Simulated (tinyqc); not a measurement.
Energy and delay of logic against supply voltage: two steps of the calculation.

One expression serves below and above threshold: I(Vg) = Ik [ln(1 + exp((Vg - VT + dd V)/(al nf Vt)))]^al, with I_on = I(V) and I_off = I(0). Gate delay td = kd C V/I_on, clock period LD td. Per gate and cycle the switching energy is act C V^2 and the leakage energy I_off V LD td. No short-circuit current, no variation. Minima are sought above 0.09 V; below a few Vt gates no longer switch and the model has no meaning.

Inputs (values chosen for the exercise); values of the order met in logic technologies: temperature T = 300 K; threshold voltage at zero drain bias VT = 0.21 V; slope factor nf = 1.28; barrier lowering per volt of supply dd = 0.07; specific current of a gate Ik = 0.49 uA; exponent of the current law al = 1.54; load capacitance of a gate C = 1.3 fF; delay factor kd = 0.9; logic depth LD = 40; activity factor act = 0.01; supply voltage V = 0.4 V.

Constants: q = 1.602176634e-19 C, kB = 1.380649e-23 J/K, Vt = kB T/q. Results are converted to the units shown.

Problem 1. Currents, delay and energies. I_on, I_off, td, clock frequency 1/(LD td), both energies and their sum.

Wanted: I_on; I_off; td; clock frequency; switching energy; leakage energy; energy.

Solution 1.

I_on = 4.618 uA
I_off = 1.960 nA
td = 101.3 ps
clock frequency = 0.2467 GHz
switching energy = 2.080 aJ
leakage energy = 3.178 aJ
energy = 5.258 aJ

I_on/I_off = 2360; leakage makes up 60.4 % of the energy.

Problem 2. New V. Minimum-energy supply: E(V) is the energy per gate and cycle; with h = 0.001 V, E' = (E(V + h) - E(V - h))/(2 h), E'' = (E(V - h) - 2 E(V) + E(V + h))/h^2, V(new) = V - E'/E''.

V at the start = 0.3 V

Find: E'; E''; V after iteration 1.

Solution 2.

E' = -7.3324 aJ/V
E'' = 298.22 aJ/V^2
V after iteration 1 = 0.32459 V

Program tinyqc, `OMP_NUM_THREADS=1 python tinyqc.py 2082145 2082146 out.jsonl`; Intel Xeon 2.30GHz, shared host, one thread, about 0.03 s.
